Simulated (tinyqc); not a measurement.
# Hot electrons in a saturated n-channel MOSFET, lucky-electron model: several studies

Beyond pinch-off the lateral field grows as Esat cosh(y/l) over the velocity-saturated region (pseudo-two-dimensional model). Impact ionisation in this region gives the substrate current, which biases the body forward through Rsub. Currents are per width. Local-field laws: they overstate ionisation when the field peak is narrower than an energy relaxation length.

Inputs (values chosen for the exercise); values close to those of silicon n-channel devices:

| symbol | value | unit | meaning |
|---|---|---|---|
| L | 0.35 | um | channel length |
| tox | 7.6 | nm | oxide thickness |
| xj | 100 | nm | junction depth |
| VT | 0.65 | V | threshold |
| mu | 370 | cm^2/(V s) | effective mobility |
| vs | 8.6e6 | cm/s | saturation velocity |
| Ai | 2e6 | 1/cm | ionisation prefactor |
| Bi | 1.75 | MV/cm | ionisation field |
| Rd | 0 | ohm um | resistance of the lightly doped drain |
| Rsub | 2800 | ohm um | substrate resistance |
| kb | 0.46 |  | fall of VT per volt of forward body bias |
| m | 3.2 |  | lifetime exponent |
| Hl | 41000 | s uA/um | lifetime constant |
| Vd | 2.2 | V | drain voltage |
| Vg | 0.9 | V | gate voltage |

Constants: eps0 = 8.8541878128e-14 F/cm where lengths are in cm. Results are converted to the units shown.

Each table varies one quantity; the others keep the values above.

## Effect of the oxide thickness

Cox = 3.9 eps0/tox, l = sqrt(3 tox xj), Esat = 2 vs/mu. Overdrive g = Vg - VT + kb Vb; Vdsat = g Esat L/(g + Esat L); Id = Cox vs (g - Vdsat); dV = Vd - Id Rd - Vdsat; Em = sqrt((dV/l)^2 + Esat^2); Isub = Id (Ai/Bi) l Em exp(-Bi/Em). Vb = Rsub Isub is solved self-consistently. Lifetime tau = (Hl/Id)(Isub/Id)^(-m); 1 year = 3.15576e7 s.

Effect of the oxide thickness:
```
tox (nm)  Id (uA/um)  Em (MV/cm)  Isub (uA/um)   Isub/Id  tau (years)
4.2            24.09      0.5600         2.405   0.09982      0.08596
5.2            19.27      0.5040         1.360   0.07061       0.3255
6.5            15.32      0.4514        0.7227   0.04718        1.488
8              12.41      0.4074        0.3858   0.03110        6.971
9.9            10.01      0.3668        0.1938   0.01937        39.33
12             8.248      0.3338       0.09977   0.01210        215.2
15             6.595      0.2993       0.04369  0.006625         1848
```

Read the table: what changes, and by how much?

As tox goes from 4.2 to 15 nm, Em falls from 0.560 to 0.299 MV/cm, Isub falls from 2.40 to 0.0437 uA/um and tau rises from 0.0860 to 1850 years. From the first row to the last, log10(tau) changes by 4.3: 3.8 from (Isub/Id)^(-m), which holds Em and l, and 0.56 from 1/Id. At tox = 15 nm tau is a far extrapolation that only says that hot carriers are no limit.

## Effect of the gate voltage

Same model as above.

Effect of the gate voltage:
```
Vg (V)  Id (uA/um)  Em (MV/cm)  Isub (uA/um)    Isub/Id  tau (years)
0.8         4.9646     0.43442       0.20954   0.042208       6.5544
0.98        21.844     0.40583       0.64851   0.029688       4.5931
1.15        46.137     0.38331        1.0041   0.021765       5.8726
1.33        78.637     0.36312        1.2579   0.015996       9.2296
1.5         114.37     0.34678        1.3922   0.012172       15.211
1.68        156.48     0.33178        1.4504  0.0092695       26.586
1.85        199.52     0.31937        1.4506  0.0072704       45.363
2.03        247.97     0.30778        1.4135  0.0057001       79.517
2.2         295.99     0.29805        1.3570  0.0045845       133.74
```

As Vg goes from 0.8 to 2.2 V, Em falls from 0.434 to 0.298 MV/cm, Isub goes from 0.210 through a maximum of 1.45 (at Vg = 1.85 V among the rows listed) to 1.36 uA/um and tau goes from 6.55 through a minimum of 4.59 (at Vg = 0.98 V among the rows listed) to 134 years. Id grows with Vg while the rising Vdsat lowers the field, hence the bell shape; the peak row has Vg/Vd = 0.84.

## Effect of the drain voltage

Same model as above.

Effect of the drain voltage:
```
Vd (V)  Id (uA/um)  Em (MV/cm)  Isub (uA/um)   Isub/Id  tau (years)
1.4          13.01      0.2521       0.01732  0.001331      1.591e5
1.56         13.02      0.2851       0.04375  0.003361         8212
1.71         13.02      0.3162       0.08863  0.006807        858.3
1.87         13.03      0.3493        0.1658   0.01272        116.0
2.03         13.05      0.3825        0.2807   0.02152        21.54
2.19         13.07      0.4158        0.4406   0.03372        5.108
2.34         13.09      0.4470        0.6365   0.04863        1.580
2.5          13.12      0.4803        0.8994   0.06854       0.5257
```

As Vd goes from 1.4 to 2.5 V, Em rises from 0.252 to 0.480 MV/cm, Isub rises from 0.0173 to 0.899 uA/um and tau falls from 1.59e5 to 0.526 years. The slope of ln(tau) against 1/Vd is 40.5 V between the first two rows and 40.2 V between the last two; ten years are last met at Vd = 2.03 V among the rows. For Vd = 1.4 to 1.56 V tau is a far extrapolation that only says that hot carriers are no limit.

Computed by the program tinyqc: `OMP_NUM_THREADS=1 python tinyqc.py 2550067 2550068 out.jsonl`, one thread of a shared Intel Xeon 2.30GHz, about 0.03 s for the whole run.
